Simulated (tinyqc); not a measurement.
Anisotropic wet etching of Si(100): plane rates, V-grooves, membranes and undercut. Inputs raised by 10 %, one at a time. Computed by tinyqc, a small Python program. Command: `OMP_NUM_THREADS=1 python tinyqc.py 3018877 3018878 out.jsonl wetetch sens`. One thread of a shared host (Intel(R) Xeon(R) Processor @ 2.30GHz), about 0.01 s of CPU time with the checks.

A long slot opens the mask on a (100) wafer. The floor etches at R100; (111) walls stand at theta = arctan(sqrt2) = 54.7356 degrees to the surface and recede at R111 along their normal.

Inputs (values chosen for the exercise, close to those used for potassium hydroxide solutions):

| quantity | value | unit |
|---|---|---|
| prefactor k0 of the (100) rate | 4.4e+08 | um/min |
| activation energy of (100), E | 0.594 | eV |
| ratio (100)/(111) at 80 C | 110 | - |
| extra energy of (111), dE | 0.076 | eV |
| ratio (100)/oxide at 80 C | 130 | - |
| extra energy of the oxide, dE_ox | 0.2 | eV |
| corner undercut rate over (100) rate, c | 1.7 | - |
| bath temperature T | 50 | C |
| width w (mask opening along <110>, or membrane width in the design step) | 50 | um |
| misalignment of the mask | 2 | degrees |
| etch time t | 6.1 | min |
| wafer thickness d | 300 | um |
| membrane thickness wanted | 3.6 | um |

Constants: k_B = 8.617333262e-05 eV/K.

Method:
- R100 = k0 exp(-E/(k_B T)); a ratio given at 80 C scales as exp[(extra energy/k_B)(1/T - 1/353.15 K)]; R111 and R_ox follow by division.
- Temperatures in kelvin are T(C) + 273.15.
- A misaligned edge exposes ledges and adds R100 sin(misalignment) to the lateral rate (a simple estimate): u = R111/sin(theta) + R100 sin(misalignment). Top width W = w + 2 u t; floor width b = W - 2 z/tan(theta) = W - sqrt2 z. The floor lasts until b = 0, at t_V = w/(sqrt2 R100 - 2u); depth z = R100 t before t_V and W/sqrt2 after.
- Etch depth d - membrane, time = depth/R100; for a membrane as wide as w the opening must be w + sqrt2 depth - 2 u time; oxide mask consumed R_ox x time; a 1 K error changes the depth by the fraction E/(k_B T^2); a convex mask corner, such as that of a mesa, would retreat by c x depth.

Runs:

| input moved | from | to | depth z (um) | top width W (um) | time t_V to close the V (min) | opening needed (um) |
|---|---|---|---|---|---|---|
| base run | - | - | 1.4618 | 50.128 | 157.3 | 443.25 |
| prefactor k0 of the (100) rate (um/min) | 440000000 | 484000000 | 1.6080 | 50.141 | 143.0 | 443.25 |
| activation energy of (100), E (eV) | 0.594 | 0.6534 | 0.1732 | 50.015 | 1327.4 | 443.25 |
| ratio (100)/(111) at 80 C | 110 | 121 | 1.4618 | 50.126 | 157.1 | 443.73 |
| width w (mask opening along <110>, or membrane width in the design step) (um) | 50 | 55 | 1.4618 | 55.128 | 173.0 | 448.25 |
| etch time t (min) | 6.1 | 6.71 | 1.6080 | 50.141 | 157.3 | 443.25 |
| ratio (100)/oxide at 80 C | 130 | 143 | 1.4618 | 50.128 | 157.3 | 443.25 |

Exponents ln(y'/y) / ln(x'/x):

| input | depth z | top width W | time t_V to close the V | opening needed |
|---|---|---|---|---|
| prefactor k0 of the (100) rate | 1.000 | 0.003 | -1.000 | 0.000 |
| activation energy of (100), E | -22.381 | -0.024 | 22.381 | 0.000 |
| ratio (100)/(111) at 80 C | 0.000 | 0.000 | -0.013 | 0.011 |
| width w (mask opening along <110>, or membrane width in the design step) | 0.000 | 0.998 | 1.000 | 0.118 |
| etch time t | 1.000 | 0.003 | 0.000 | 0.000 |
| ratio (100)/oxide at 80 C | 0.000 | 0.000 | 0.000 | 0.000 |

Among the inputs moved here: depth z answers most in size to activation energy of (100), E (exponent -22.381), next to prefactor k0 of the (100) rate (+1.000); its exponent is below 0.0005 for ratio (100)/(111) at 80 C, width w (mask opening along <110>, or membrane width in the design step), ratio (100)/oxide at 80 C. Its exponent +1.000 in prefactor k0 of the (100) rate: the floor is still open. Its exponent 0.000 in width w (mask opening along <110>, or membrane width in the design step): the floor is still open. top width W answers most in size to width w (mask opening along <110>, or membrane width in the design step) (exponent +0.998), next to activation energy of (100), E (-0.024); its exponent is below 0.0005 for ratio (100)/(111) at 80 C, ratio (100)/oxide at 80 C. time t_V to close the V answers most in size to activation energy of (100), E (exponent +22.381), next to prefactor k0 of the (100) rate (-1.000); its exponent is below 0.0005 for etch time t, ratio (100)/oxide at 80 C. Its exponent +1.000 in width w (mask opening along <110>, or membrane width in the design step): the floor shrinks at a constant rate. Opening needed answers most in size to width w (mask opening along <110>, or membrane width in the design step) (exponent +0.118), next to ratio (100)/(111) at 80 C (+0.011); its exponent is below 0.0005 for prefactor k0 of the (100) rate, activation energy of (100), E, etch time t, ratio (100)/oxide at 80 C.

Caution (all rows): rates also depend on concentration, doping, additives and stirring, all held fixed here.
